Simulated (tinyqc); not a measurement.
Inside a calculation. Model: resonant-tunnelling diode, transfer matrices and Tsu-Esaki current.

Computed by the program tinyqc: `OMP_NUM_THREADS=1 python tinyqc.py 2600118 2600119 out.jsonl`, one thread of a shared Intel Xeon 2.30GHz, about 0.1 s for the whole run. Printed values are rounded.

Emitter (band edge 0), barrier d1, well Lw, barrier d2, collector (edge -V). The bias drops linearly over these layers and none in the contacts; each layer is cut into ns equal slices, flat at the value of their centres. E is the energy of motion across the layers, C = hbar^2/(2 m0), psi and psi'/m are continuous. Transport is coherent, T(E) is taken as independent of the transverse momentum, and charge in the well is ignored.

Values chosen for this exercise; masses and offsets of a made-up heterostructure:
```
symbol,value,unit,meaning
T,300,K,temperature
mw,0.048,m0,"mass in the well, spacer and contacts"
U1,0.71,eV,barrier height
m1,0.1,m0,barrier mass
d1,1.5,nm,emitter barrier
Lw,4.1,nm,well width
d2,1.4,nm,collector barrier
ns,1,,slices in each layer
Ef,0.12,eV,Fermi energy of both contacts above their band edges
V,0.16,V,bias of the collector
E,0.07423,eV,trial energy
```

Constants: q = 1.602176634e-19 C, kB = 1.380649e-23 J/K, hbar = 1.054571817e-34 J s, m0 = 9.1093837015e-31 kg, Vt = kB T/q, hbar^2/(2 m0) = 0.0380998212 eV nm^2. Results are converted to the units shown.

## Slices under bias

U = edge of the layer - V x/Lt at the centre x of each slice, Lt the summed thickness.

```
slice      U (eV)  m (m0)  width (nm)
0       0.6928571     0.1         1.5
1      -0.0811429   0.048         4.1
2       0.5660000     0.1         1.4
```

## Running product of the slice matrices at the trial energy

For the pair (psi, psi'/m) a flat layer has M = [[cos kd, (m/k) sin kd], [-(k/m) sin kd, cos kd]] with k = sqrt(m (E - U)/C) above its edge U, and M = [[cosh Kd, (m/K) sinh Kd], [(K/m) sinh Kd, cosh Kd]] with K = sqrt(m (U - E)/C) below it. Later slices stand to the left. With M acting on (psi, psi'/m) and v = k/m in each lead, T(E) = 4 vL vR/[(vL vR M12 - M21)^2 + (vR M11 + vL M22)^2]. vL = sqrt(mw E/C)/mw, vR = sqrt(mw (E + V)/C)/mw.

Product after each layer:
```
                  M11   M12 (nm)  M21 (1/nm)           M22
barrier d1   3.455105  0.2595440    42.14218      3.455105
well         3.605597  0.3013252   -41.05713     -3.153860
barrier d2  0.7154838  0.1171945   -8.588220  -0.009073357
```

T(E) = 0.8125712

## Transmission at three energies near the peak

three energies (eV): 0.067931  0.073331  0.078731

The same product at each energy.

T(E) at these energies: 0.3203161  0.7635085  0.6108963

## Breit-Wigner parameters from a parabola through 1/T(E)

Near a resonance 1/T(E) = (1/Tp) [1 + (2 (E - Er)/G)^2]. With y = 1/T(E) at E0 - h, E0, E0 + h: a = (y1 + y3 - 2 y2)/(2 h^2), b = (y3 - y1)/(2 h), Er = E0 - b/(2 a), 1/Tp = y2 - b^2/(4 a), G = 2 sqrt(1/(Tp a)), tau = hbar/G.

Er = 0.07520512 eV
Tp = 0.8468124
G = 11.34755 meV
tau = 58.00474 fs

The true maximum of T(E) lies at 0.075049 eV with height 0.8279 and full width 12.03 meV; the fitted G is 5.7 % below that width.

## Current from the resonance alone

J = J0 times the integral over E > 0 of T(E) N(E), N = ln[(1 + exp((Ef - E)/Vt))/(1 + exp((Ef - V - E)/Vt))], J0 = q^2 mw m0 kB T/(2 pi^2 hbar^3) (times 1e-4 for A/cm^2 per eV). For a sharp resonance J = J0 (pi G/2) Tp N(Er), with Er the peak energy, Tp the peak transmission and G the full width at half maximum (in eV). The three values given are estimates from a parabola through three points of 1/T(E).

J0 = 2.008155e7 A/(cm^2 eV)
N(Er) = 1.884003
J = 571.0686 kA/cm^2

The full integral over T(E) gives 543.7 kA/cm^2; the value above is 5.0 % above it. With the exact position, height and width of the peak (Er = 0.075049 eV, Tp = 0.8279, G = 12.03 meV) the formula is 9.2 % above it.
